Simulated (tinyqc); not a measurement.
Epitaxial growth on a vicinal surface: Burton-Cabrera-Frank step flow, step-edge barrier and island nucleation: one step, computed by the program tinyqc. Command: `OMP_NUM_THREADS=1 python tinyqc.py 3005170 3005171 out.jsonl stepflow walk`. One thread of a shared host (Intel(R) Xeon(R) Processor @ 2.30GHz), about 0.01 s of CPU time with the checks.

Adatoms land at rate F, hop on a square grid (a simplification for hexagonal faces), desorb, or join steps. Lengths are in units of a and n is the adatom coverage. Steps ascend at x = 0 and descend at x = l.

Task: Step flow or islands. Island density on a flat surface without desorption: N = 0.25 (F/D)^(i/(i+2)) exp(E_i/((i+2) k_B T)) per site, with E_i = 0 for i = 1; spacing l_n = N^(-1/2). Step flow needs an effective width l_eff = 2 x(peak) below l_n. Temperatures in kelvin are T(C) + 273.15.

Inputs (values chosen for the exercise, close to those used for GaAs(001)): deposition rate F = 0.014 layers/s; temperature T = 640 C; critical nucleus size i = 2; binding energy of the critical nucleus E_i = 0.44 eV.

D = 66857.92 a^2/s

position of the peak = 4.671556 a

Constants: k_B = 8.617333262e-05 eV/K.

Give: island density N on a flat surface; island spacing l_n; ratio l_eff/l_n.

Result:

island density N on a flat surface = 4.6295e-04 per site

island spacing l_n = 46.477 a

ratio l_eff/l_n = 0.20103

Steps capture adatoms before they meet: step flow. Caution: terraces under ten sites wide are at the edge of a continuum description. Caution: the prefactor 0.25 and the criterion are estimates, good to a factor of about two in length.
